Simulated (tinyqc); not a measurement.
# Lossy package transmission line with skin effect, step by step

Program tinyqc, `OMP_NUM_THREADS=1 python tinyqc.py 2810182 2810183 out.jsonl`; Intel Xeon 2.30GHz, shared host, one thread, about 0.01 s. Printed values are rounded.

A uniform line in a homogeneous dielectric: c = sqrt(er)/(c0 Z0), l = Z0 sqrt(er)/c0 (c0 = 299792458 m/s), g = w c td, w = 2 pi f. The resistance joins its limits as r = sqrt(r_dc^2 + r_hf^2), with r_dc = rho/(wd th), r_hf = kr rho/(2 delta (wd + th)), delta = sqrt(rho/(pi f mu0)), mu0 = 4 pi 1e-7 H/m; this is an interpolation, and internal inductance, up to 0.05 nH/mm at low frequency, is neglected.

Values chosen for this exercise:
- wd = 22 um (width of the strip)
- th = 9.6 um (thickness of the strip)
- rho = 2 uohm cm (resistivity)
- er = 3 (relative permittivity)
- td = 0.02 (loss tangent)
- Z0 = 60 ohm (lossless impedance sqrt(l/c))
- kr = 1.5 (factor for crowding and the return path)
- len = 26 mm (length)
- Rg = 25 ohm (source resistance)
- RL = 1e5 ohm (load resistance)
- CL = 20 fF (load capacitance)
- f = 0.75 GHz (frequency)

## Line constants

delta, r_dc, r_hf, r, l, c and g as defined.

delta = 2.598989 um
r_dc = 0.09469697 ohm/mm
r_hf = 0.1826416 ohm/mm
r = 0.2057315 ohm/mm
l = 0.3466500 nH/mm
c = 96.29166 pF/m
g = 0.009075275 S/m

r is 2.17 times r_dc; the skin depth is 0.271 of the thickness.

## Propagation constant and impedance

gamma = sqrt((r + i w l)(g + i w c)) = alpha + i beta, Zc = sqrt((r + i w l)/(g + i w c)), roots with positive real part; loss 8.685889638 alpha in dB; phase velocity w/beta.

gamma len = 0.0515819+0.7088586i
Zc = 60.14706-3.16920i ohm
loss = 0.01723212 dB/mm
phase velocity over c0 = 0.5765462
r/(w l) = 0.1259414

r is below w l; the low-loss estimate 8.686 (r/(2 Z0) + g Z0/2) gives 0.0173 dB/mm.

## Reflection, input impedance and transfer

ZL = 1/(1/RL + i w CL); reflection (ZL - Zc)/(ZL + Zc); Zin = Zc (ZL + Zc tanh(gamma len))/(Zc + ZL tanh(gamma len)); H = V_load/V_source = [Zin/(Zin + Rg)]/[cosh(gamma len) + (Zc/ZL) sinh(gamma len)].

ZL = (0.111326-1.049221i) x 1e4 ohm
reflection at the load = 0.9981379-0.0112534i
Zin = 3.68844-69.28690i ohm
H = 1.132472-0.458667i
|H| = 1.740212 dB
